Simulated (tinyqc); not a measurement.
Four-point probe, van der Pauw, Hall and spreading-resistance readings of a semiconductor layer: one step, computed by the program tinyqc.

The layer is uniform and ohmic; contacts are points unless a radius is given.

Task: Four-point voltage. Collinear probes with equal spacing on a layer with insulating backing: images at depth 2 m t give V = (rho I/(2 pi s)) G, G = 1 + 4 sum_(m>=1) [1/sqrt(1 + (2 m u)^2) - 1/sqrt(4 + (2 m u)^2)], u = t/s; the sum runs to m = 20000, with the tail 3/(32 u^3 M^2) added to the sum for M = 20000. Limits: thick, rho = 2 pi s V/I; thin on an insulator, rho = (pi/ln 2) t V/I.

Inputs (values chosen for the exercise, modelled on p-type silicon): layer thickness t = 2800 micrometre; probe spacing s = 1 mm; current I = 0.05 mA.

Backing of the layer: insulating.

resistivity rho = 3.359986 ohm cm

Give: t/s; G; voltage V; rho by the thick formula; rho by the thin formula.

Result:

t/s = 2.8

G = 1.0372

voltage V = 0.27734 mV

rho by the thick formula = 3.4851 ohm cm

rho by the thin formula = 7.0392 ohm cm

The thick formula is off by +3.7 % and the thin one by +109.5 %.
